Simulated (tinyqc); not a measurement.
Double-gate transistor below threshold, two-dimensional Poisson equation on a small mesh: one step of the calculation.

Half of a symmetric double-gate structure: row 0 is the mid-plane of the body, where the normal field vanishes. Mobile charge is neglected (subthreshold), the body is fully depleted, and potentials are counted from the intrinsic level; rows run upward to the gate, columns from source to drain.

Problem. Coefficients of the five-point equations. Mesh: rows i = 0..3 in the semiconductor (step hs = tb/3, row 3 on the interface), then 1 step(s) ho = tox/1 up to the gate row 4; columns j = 0..6 (step hy = L/6). Box integration, divided by eps0: up_i = eps hy/h of the interval above row i, dn_i = that of the interval below (0 for row 0), lat_i = (sum of eps h/2 over the intervals above and below)/hy, s_i = -q Na w_i hy/eps0 with w_i the semiconductor height of the box (hs/2 for row 0 and the interface row, hs between, 0 in the insulator). Each free node obeys (up + dn + 2 lat) psi = up psi(above) + dn psi(below) + lat [psi(left) + psi(right)] + s.

Values chosen for this exercise; semiconductor permittivity close to that of germanium: relative permittivity of the semiconductor eps_r = 15.8; relative permittivity of the insulator eox = 3.9; half the body thickness tb = 6 nm; insulator thickness tox = 2.4 nm; channel length L = 54 nm; acceptor density of the depleted body Na = 0 cm^-3.

Constants: q = 1.602176634e-19 C, eps0 = 8.8541878128e-14 F/cm where lengths are in cm. Results are converted to the units shown.

Find: up; dn; lat; s.

Solution.

```
row     up     dn    lat  s (V)
0    71.10      0  1.756      0
1    71.10  71.10  3.511      0
2    71.10  71.10  3.511      0
3    14.62  71.10  2.276      0
```

Computed by the program tinyqc: `OMP_NUM_THREADS=1 python tinyqc.py 2480109 2480110 out.jsonl`, one thread of a shared Intel Xeon 2.30GHz, about 0.2 s for the whole run.
